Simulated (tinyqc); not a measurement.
Implant damage, amorphisation by cascade overlap, and solid-phase epitaxial regrowth: one step, computed by the program tinyqc.

Range and width of the damage are inputs. Dynamic annealing enters only through the surviving share f.

Question. The amorphous layer. Displaced share x(z) = f nu Q exp(-(z - R_d)^2/(2 s_d^2))/(sqrt(2 pi) s_d N); the layer is amorphous where x > x_c, between R_d -/+ s_d sqrt(2 ln(x_max/x_c)), the upper edge being cut at the surface. Threshold dose Q_c = Q x_c/x_max.

Inputs (values chosen for the exercise, modelled on silicon ions in silicon):
```
quantity                           value    unit
atomic density N                    49.9  1/nm^3
depth of the damage peak R_d          27      nm
width of the damage profile s_d       14      nm
share of defects that survive f     0.81       -
critical displaced share x_c        0.11       -
dose Q                           1.1e+14  1/cm^2
```

displacements per ion nu = 404.8166

Give: peak displaced share x_max; threshold dose Q_c; upper edge; lower edge.

Answer.

peak displaced share x_max = 0.20598

threshold dose Q_c = 5.8745e+13 1/cm^2

upper edge = 11.319 nm

lower edge = 42.681 nm

The layer is buried, so it regrows from both sides and the two fronts meet in a defect plane.
